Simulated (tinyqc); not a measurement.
ROHF in the sto-6g basis, for BeH, spin multiplicity 2, step by step. This run ends on a higher stationary point, not on the lowest solution. One step of it, computed by the program tinyqc.

Problem. Iteration 2: DIIS coefficients. Solve [B -1; -1 0][c; lambda] = [0; -1] for the coefficients, which sum to one.

B (overlaps of the stored error matrices):
```
[[3.3229051e-02, -2.1312680e-03],
 [-2.1312680e-03, 1.0259065e-02]]
```

Give: DIIS coefficients.

Solution.

DIIS coefficients: [0.259, 0.741]
